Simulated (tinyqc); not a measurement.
Oxide trap near a transistor channel: two-state multiphonon kinetics, telegraph noise and bias instability: one step, computed by the program tinyqc.

An n-channel device under positive gate bias. The trap is empty (state 1) or holds an electron (state 2); both states are parabolas of equal curvature, and the electron reservoir is taken at the Fermi level of the channel.

Task: Barriers and time constants. E_21 = E_t - e F x is the energy of state 2 over state 1; barriers E_c = (E_R + E_21)^2/(4 E_R), E_e = E_c - E_21; tau_c = exp(E_c/k_B T)/(k_0 P), tau_e = exp(E_e/k_B T)/(k_0 P), P the tunnelling factor; occupation f_2 = tau_e/(tau_c + tau_e); 1/tau_0 = 1/tau_c + 1/tau_e.

Inputs (values chosen for the exercise, with an insulator like SiO2 on silicon):
```
quantity                                value   unit
trap depth x from the interface          0.35     nm
trap level above E_F at zero field E_t  0.041     eV
relaxation energy E_R                     1.2     eV
oxide field F                             3.8  MV/cm
attempt rate k_0 at the interface       2e+11    1/s
temperature T                             300      K
```

Parts treated: one trap and an ensemble.

tunnelling factor = 0.01635246

Constants: k_B = 8.617333262e-05 eV/K.

Give: E_21; capture barrier E_c; emission barrier E_e; capture time tau_c; emission time tau_e; occupation f_2; tau_0.

Result:

E_21 = -0.092 eV

capture barrier E_c = 0.2558 eV

emission barrier E_e = 0.3478 eV

capture time tau_c = 6.054e-06 s

emission time tau_e = 2.126e-04 s

occupation f_2 = 0.9723

tau_0 = 5.886e-06 s

The trap is almost always filled at this bias.
